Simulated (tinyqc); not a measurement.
# p-n heterojunction, non-linear Poisson equation by Newton steps, Boltzmann statistics: effect of the donor density of material 2

One dimension, material 1 (p-type) at x < 0 and material 2 (n-type) at x > 0. Band edges: Ec = -psi in material 1 and -psi + dEc in material 2, Ev = Ec - Eg. Flat quasi-Fermi levels: 0 for holes, +V for electrons. n = Nc F((EFn - Ec)/Vt), p = Nv F((Ev - EFp)/Vt), with F(eta) = exp(eta) (Boltzmann statistics); full ionisation, no interface charge, classical densities; the doping types are chosen for the exercise.

Exact first integral: on each side D^2/(2 eps0 er) = G, G = q [Vt (nI_j - nI_b) + Vt (pI_j - pI_b) - C (psi_j - psi_b)], with C = -N1 or +N2, b the neutral end of that side, and nI, pI the densities themselves. D is continuous, so er1 G1(psi_j) = er2 G2(psi_j) fixes psi_j. Ends from Nv1 F((-psi_L - Eg1)/Vt) = N1 and Nc2 F((V + psi_R - dEc)/Vt) = N2. D is counted positive when psi rises towards material 2. Depletion (Anderson) capacitance C^2 = q eps0 er1 er2 N1 N2/(2 (er1 N1 + er2 N2)(psi_R - psi_L)). -dD/dV is the change of the displacement at the interface with both quasi-Fermi levels flat; it is the terminal capacitance only while neither side holds an inversion layer. n_j and p_j are densities at the interface.

Inputs (values chosen for the exercise); band and dielectric values close to those of InP and InAlAs:
```
symbol,value,unit,meaning
T,300,K,temperature
Eg1,1.32,eV,band gap of material 1
er1,12.5,,relative permittivity of material 1
Nc1,5.69e17,cm^-3,conduction-band density of states of material 1
Nv1,1.12e19,cm^-3,valence-band density of states of material 1
Eg2,1.49,eV,band gap of material 2
er2,12.5,,relative permittivity of material 2
Nc2,5.03e17,cm^-3,conduction-band density of states of material 2
Nv2,9.91e18,cm^-3,valence-band density of states of material 2
dEc,0.26,eV,conduction-band offset Ec2 - Ec1
N1,1.7e17,cm^-3,acceptor density of material 1
V,-1.2,V,bias of side 1 against side 2
```

Constants: q = 1.602176634e-19 C, kB = 1.380649e-23 J/K, Vt = kB T/q, eps0 = 8.8541878128e-14 F/cm where lengths are in cm. Results are converted to the units shown.

Effect of the donor density of material 2:
```
N2 (cm^-3)	psi_R - psi_L (V)	psi_j - psi_L (V)	psi_R - psi_j (V)	D/q (cm^-2)	n_j in 1 (cm^-3)	p_j in 2 (cm^-3)	-dD/dV (nF/cm^2)	depletion C (nF/cm^2)
3.4e15	2.543	0.09356	2.449	4.008e11	6.478e-22	1.311e17	5.179	10.78
5.5e15	2.555	0.1131	2.442	4.534e11	1.378e-21	6.163e16	9.589	13.60
8.9e15	2.567	0.1529	2.415	5.463e11	6.420e-21	1.323e16	15.95	17.09
1.5e16	2.581	0.2310	2.350	6.942e11	1.320e-19	6.433e14	21.90	21.76
2.4e16	2.593	0.3403	2.253	8.593e11	9.030e-18	9.403e12	27.09	26.82
3.8e16	2.605	0.4923	2.113	1.047e12	3.238e-15	2.623e10	32.84	32.51
6.2e16	2.618	0.7116	1.906	1.269e12	1.562e-11	5.437e6	39.62	39.23
1e17	2.630	0.9808	1.649	1.498e12	5.199e-7	163.3	46.53	46.07
```

As N2 goes from 3.4e15 to 1e17, the total bending rises from 2.54 to 2.63 V and the sheet charge D/q rises from 4.01e11 to 1.50e12 cm^-2; the share of the bending in material 1 rises from 3.68 to 37.3 %. The capacitance departs most from the depletion formula at N2 = 3.4e15, where it is 52 % below it, and there the holes at the interface in material 2 outnumber its donors: an inversion layer has formed, which screens D from the bias.

Program tinyqc, `OMP_NUM_THREADS=1 python tinyqc.py 2040048 2040049 out.jsonl`; Intel Xeon 2.30GHz, shared host, one thread, about 0.03 s.
